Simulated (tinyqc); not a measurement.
Millisecond and nanosecond annealing: surface heating, thermal budget and solid-phase regrowth: one step, computed by the program tinyqc.

A square pulse heats the surface of a thick wafer with constant thermal properties; losses by radiation are neglected and silicon melts at 1414 C.

Problem. Thermal budget. Absorbed flux q = (1 - R) fluence/t_p; kappa = k/c. With f(z, t) = (2 q/k) sqrt(kappa t) ierfc(z/(2 sqrt(kappa t))), ierfc(x) = exp(-x^2)/sqrt(pi) - x erfc(x): T = T0 + f(z, t) during the pulse and T0 + f(z, t) - f(z, t - t_p) after it. Temperatures in kelvin are T(C) + 273.15. Integrate exp(-E/(k_B T(t))) at the surface from 0 to 10 t_p (Gauss-Legendre, 60 points in sqrt(t) up to t_p and 60 in sqrt(t - t_p) after it). (Dt) = D0 x integral with E; regrowth = v0 x integral with E_v; effective time = integral/exp(-E/(k_B T_peak)).

Inputs (values chosen for the exercise, modelled on hot silicon with arsenic): incident fluence = 18.9 J/cm^2; pulse length t_p = 0.0011 s; reflectance R = 0.43; thermal conductivity k = 0.29 W/(cm K); heat capacity per volume c = 2.1 J/(cm^3 K); preheat temperature T0 = 700 C; dopant prefactor D0 = 7.54 cm^2/s; dopant activation energy E = 4.02 eV; regrowth prefactor v0 = 3.5e+08 cm/s; regrowth energy E_v = 2.69 eV; amorphous layer = 8.2 nm.

Source: flash lamp.

peak temperature = 1169.663 C

Constants: k_B = 8.617333262e-05 eV/K.

Give: budget (Dt); diffusion length 2 sqrt(Dt); effective time over t_p; possible regrowth.

Solution.

budget (Dt) = 1.3989e-17 cm^2

diffusion length 2 sqrt(Dt) = 0.074805 nm

effective time over t_p = 0.18577

possible regrowth = 446.89 nm

Caution: equilibrium diffusivities are used; implant damage enhances diffusion, and k and c vary with temperature. Caution: the peak lies above 1150 C, and amorphous silicon melts some 200 to 250 K below the crystal, so a layer that has not regrown before the peak may melt instead. Caution: at this preheat temperature the layer would already regrow within five seconds or less before the pulse. Caution: a diffusion length below the atomic spacing of 0.235 nm means about one jump per atom or fewer, so the profile does not change measurably.
